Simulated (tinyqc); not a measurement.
Inside a calculation. Method: CIS on RHF in the sto-3g basis, for H2, spin multiplicity 1. Computed by tinyqc, a small Python program that keeps every step (integrals from PySCF). Settings: charge = 0, multiplicity = 1, basis = sto-3g, method = RHF, energy threshold = 1e-10, iteration cap = 68, orthogonalisation = canonical, start = Wolfsberg-Helmholz matrix, DIIS depth = 6. Command: `OMP_NUM_THREADS=1 python tinyqc.py 27883 27884 out.jsonl` (the two numbers bound the seeds that draw the settings). One thread of a shared host (Intel(R) Xeon(R) Processor @ 2.60GHz), about 0.03 s of CPU time with the checks. The early iterations of the SCF are left out here.

## One-electron integrals

Geometry (angstrom):

| atom | x | y | z |
|---|---|---|---|
| H | 0.00000 | 0.00000 | 0.00000 |
| H | 0.00000 | 0.00000 | 0.66100 |

Basis sto-3g: exponents (1/bohr^2) and contraction coefficients of normalised primitives:

| element | l (shell) | exponent | coefficient |
|---|---|---|---|
| H | s (1) | 3.42525 | 0.15433 |
| H | s (1) | 0.62391 | 0.53533 |
| H | s (1) | 0.16886 | 0.44463 |

Overlap, kinetic and nuclear-attraction integrals over the contracted functions; the nuclear repulsion is the sum of Za Zb / Rab.

nuclear repulsion = 0.8005707 hartree

overlap S:
```
         1H 1s    2H 1s
1H 1s  1.00000  0.71166
2H 1s  0.71166  1.00000
```

kinetic energy T (hartree):
```
         1H 1s    2H 1s
1H 1s  0.76003  0.28687
2H 1s  0.28687  0.76003
```

nuclear attraction V (hartree):
```
          1H 1s     2H 1s
1H 1s  -1.93511  -1.34115
2H 1s  -1.34115  -1.93511
```

core Hamiltonian H = T + V (hartree):
```
          1H 1s     2H 1s
1H 1s  -1.17508  -1.05428
2H 1s  -1.05428  -1.17508
```

## Two-electron integrals

Functions are numbered as in S; the eight-fold symmetry (ij|kl) = (ji|kl) = (kl|ij) leaves the list below.

Two-electron integrals (ij|kl) in chemists' order, unique and non-zero (hartree):
```
(11|11) 0.77461   (21|11) 0.49044   (21|21) 0.35283   (22|11) 0.59999
(22|21) 0.49044   (22|22) 0.77461
```

## Orthogonalisation

S = U s U^T; canonical form X = U s^(-1/2), so that X^T S X = 1. Each column of U has its largest component positive (the first on a tie).

eigenvalues of S: 0.28834  1.71166

X:
```
              1        2
1H 1s   1.31684  0.54048
2H 1s  -1.31684  0.54048
```

## Starting guess

The start is the generalised Wolfsberg-Helmholz matrix (K = 1.75) built on H; D = 2 C_occ C_occ^T.

D at the start:
```
         1H 1s    2H 1s
1H 1s  0.58423  0.58423
2H 1s  0.58423  0.58423
```

## Iteration 2 (converged): orbitals

converged F (hartree):
```
          1H 1s     2H 1s
1H 1s  -0.41481  -0.63382
2H 1s  -0.63382  -0.41481
```

Diagonalise F' = X^T F X, C = X C', fill 1 alpha and 1 beta electrons from the bottom; D = 2 C_occ C_occ^T. Each column has its largest component positive (the first on a tie).

F' = X^T F X (hartree):
```
         1         2
1  0.75956   0.00000
2  0.00000  -0.61264
```

orbital energies (hartree): MO1 -0.61264, MO2 0.75956

coefficients C:
```
           MO1       MO2
1H 1s  0.54048   1.31684
2H 1s  0.54048  -1.31684
```

D after iteration 2:
```
         1H 1s    2H 1s
1H 1s  0.58423  0.58423
2H 1s  0.58423  0.58423
```

## Convergence

Stop when the energy changes by less than 1e-10 hartree and every element of the error matrix X^T (F D S - S D F) X is below 3e-06.

Course of the cycle:

| iteration | E (hartree) | change | largest element of the error matrix |
|---|---|---|---|
| 1 | -1.1145208 | - | 3.85e-16 |
| 2 | -1.1145208 | 0.00000 | 3.16e-16 |

PySCF RHF in the same basis = -1.1145208 hartree

Converged in 2 iterations.

## Populations, bond orders and dipole

Mulliken: Z minus the diagonal of D S on the atom; Loewdin: the same with S^(1/2) D S^(1/2); Mayer order: 2 sum_s sum (D(s) S)_ij (D(s) S)_ji over the two atoms.

Charges (e):

| atom | Mulliken | Loewdin |
|---|---|---|
| 1H | 0 | 0 |
| 2H | 0 | 0 |

Mayer bond orders:

| pair | order |
|---|---|
| 2-1 | 1.00000 |

dipole moment about the origin, x y z (debye): 0.00000  0.00000  0.00000

## Integrals over molecular orbitals

(pq|rs) = sum C_ip C_jq C_kr C_ls (ij|kl), one index at a time.

one-electron integrals over orbitals h = C^T H C (hartree):
```
          1         2
1  -1.30245   0.00000
2   0.00000  -0.41894
```

Two-electron integrals over orbitals (pq|rs), unique and non-zero (hartree):
```
(11|11) 0.68982   (21|21) 0.17690   (22|11) 0.67770   (22|22) 0.71254
```

## CIS matrix, singlets

A(ia,jb) = (e_a - e_i) d_ij d_ab + 2 (ia|jb) - (ij|ab).

CIS matrix A, singlet (hartree):
```
         1>2
1>2  1.04830
```

## CIS singlet states

dipole integrals <i|r|a> (bohr):
```
           x        y         z
1>2  0.00000  0.00000  -0.88902
```

Diagonalise A (1 hartree = 27.211386 eV); each vector has its largest component positive (the first on a tie). The transition dipole is mu = sqrt2 sum c_ia <i|r|a>.

singlet excitation energies (eV): 28.52573

lowest vectors:
```
     state 1
1>2  1.00000
```

oscillator strengths 2/3 w |mu|^2: 1.10470

## CIS matrix, triplets

A(ia,jb) = (e_a - e_i) d_ij d_ab - (ij|ab).

CIS matrix A, triplet (hartree):
```
         1>2
1>2  0.69450
```

## CIS triplet states

Diagonalise A (1 hartree = 27.211386 eV); each vector has its largest component positive (the first on a tie).

triplet excitation energies (eV): 18.89831

lowest vectors:
```
     state 1
1>2  1.00000
```
